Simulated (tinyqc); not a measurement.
Three voltage laws: time-dependent dielectric breakdown: cell percolation, Weibull statistics, area scaling and voltage extrapolation. Computed by tinyqc, a small Python program. Command: `OMP_NUM_THREADS=1 python tinyqc.py 3018730 3018731 out.jsonl tddb walk`. One thread of a shared host (Intel(R) Xeon(R) Processor @ 2.30GHz), about 0.01 s of CPU time with the checks.

The oxide is divided into columns of area a^2, each holding m = t_ox/a cells (m is taken as continuous). A share lambda(t) = (t/t_1)^alpha of the cells is defective, and a column whose cells are all defective breaks down.

Inputs (values chosen for the exercise, for a model gate oxide):
```
quantity                                                   value  unit
oxide thickness t_ox                                         4.1    nm
defect cell size a                                           1.5    nm
exponent alpha of defect growth                             0.43     -
time t_1 at which the occupied share would reach 1       5.5e+09     s
test area A                                                   10  um^2
product area A_u                                          800000  um^2
stress voltage V                                            5.53     V
use voltage V_u                                              2.3     V
local exponent n = -d ln t/d ln V at the stress voltage       44     -
activation energy E_a                                       0.89    eV
stress temperature T                                         175     C
use temperature T_u                                          100     C
allowed failure fraction F                                 0.001     -
```

Voltage law used: power.

Constants: k_B = 8.617333262e-05 eV/K.

Method:
- Failure fraction F = 1 - (1 - lambda^m)^N with N = A/a^2 columns, which for small lambda^m is 1 - exp(-(t/t63)^beta) with beta = alpha m and t63 = t_1 N^(-1/beta); critical share lambda(t63) = N^(-1/m). 1 um^2 = 1e6 nm^2.
- All three voltage laws share the slope n at the stress voltage. Factor t(V_u)/t(V): E law exp(n (1 - V_u/V)); 1/E law exp(n (V/V_u - 1)); power law (V/V_u)^n.
- Temperatures in kelvin are T(C) + 273.15.
- Temperature factor exp[(E_a/k_B)(1/T_u - 1/T)]; area factor (A/A_u)^(1/beta); percentile factor (-ln(1 - F))^(1/beta); life = t63 x all four; 1 year = 3.15576e7 s.
- Life = t63 x voltage, temperature, area and percentile factors, the last three as above.

projected life = 4.33263e+08 years

voltage factor = 5.80605e+16

Log10 of the life in years:
```
V_u/V  V_u (V)    E law  1/E law  power law
1.00    5.5300  -8.1271   -8.127    -8.1271
0.95    5.2535  -7.1717   -7.121    -7.1470
0.90    4.9770  -6.2162   -6.004    -6.1138
0.80    4.4240  -4.3053   -3.350    -3.8631
0.70    3.8710  -2.3944    0.062    -1.3114
0.60    3.3180  -0.4835    4.612     1.6342
0.50    2.7650   1.4273   10.982     5.1182
0.40    2.2120   3.3382   20.536     9.3822
```

At V_u/V = 0.9 the laws differ by 0.21 decades at most, and at 0.5 by 9.6. The E law is the most cautious and the 1/E law the most hopeful. Ten years are reached at V_u/V = 0.522 (E), 0.677 (1/E), 0.620 (power). Caution: t_1 is an input here; in a real oxide it changes with thickness at fixed voltage. Caution: a voltage factor of more than nine decades rests wholly on the chosen law and cannot be tested. Caution: the rows at low voltage extrapolate over many decades and cannot be tested.
